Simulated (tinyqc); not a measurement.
MESFET, gradual channel with velocity saturation: depletion, velocity and field along the channel.

A uniformly doped n-type channel, depleted from the top by a Schottky gate; at channel potential V the depleted share of a is u = sqrt((Vbi - Vg + V)/Vp), s at the source. Electrons drift with v = mu E/(1 + mu E/vsat). Abrupt depletion edge, no series resistance, source at 0.

Vbi = phiB - Vt ln(Nc/Nd); Vp = q Nd a^2/(2 eps0 eps_r); G0 = q mu Nd a W/L; Z = mu Vp/(vsat L); s = sqrt((Vbi - Vg)/Vp). I = (G0 Vp/3) F/(1 + Z (u^2 - s^2)), F = 3 (u^2 - s^2) - 2 (u^3 - s^3), with u at V = Vd; Z = 0 gives constant mobility, for which u stops at 1. At channel potential V: y/L = (G0 Vp/3) F(u)/I - Z V/Vp, v = vsat I Z/(G0 Vp (1 - u)), E = (vsat/mu) w/(1 - w) with w = v/vsat.

Inputs (values chosen for the exercise); material values close to those of gallium arsenide:

| symbol | value | unit | meaning |
|---|---|---|---|
| T | 300 | K | temperature |
| eps_r | 13.1 |  | relative permittivity of the semiconductor |
| Nc | 4.37e17 | cm^-3 | conduction-band density of states at T |
| Nd | 1e17 | cm^-3 | donor density of the channel |
| a | 240 | nm | channel thickness |
| mu | 4600 | cm^2/(V s) | low-field mobility at this doping |
| vsat | 9.8e6 | cm/s | saturation velocity |
| L | 0.5 | um | gate length |
| W | 100 | um | gate width |
| phiB | 0.7 | V | Schottky barrier |
| Vg | 0 | V | gate voltage |
| Vd | 0.54 | V | drain voltage |

Constants: q = 1.602176634e-19 C, kB = 1.380649e-23 J/K, Vt = kB T/q, eps0 = 8.8541878128e-14 F/cm where lengths are in cm. Results are converted to the units shown.

Along the channel:
```
V (V),u,y/L,v (cm/s),E (kV/cm)
0,0.4079,0.000,7.157e6,5.769
0.09,0.4347,0.285,7.497e6,6.936
0.18,0.4600,0.520,7.848e6,8.566
0.27,0.4840,0.707,8.213e6,11.02
0.36,0.5068,0.847,8.593e6,15.17
0.45,0.5287,0.945,8.991e6,23.68
0.54,0.5497,1.000,9.410e6,51.41
```

What do the numbers show?

From source to drain the open share 1 - u falls from 0.592 to 0.450, so the velocity rises by a factor of 1.31, to 0.960 vsat, and the field by 8.91. Half of Vd drops over the last 29 % of the gate length.

Numbers from tinyqc (`OMP_NUM_THREADS=1 python tinyqc.py 2500046 2500047 out.jsonl`; about 0.05 s on one thread of a shared Intel Xeon 2.30GHz).
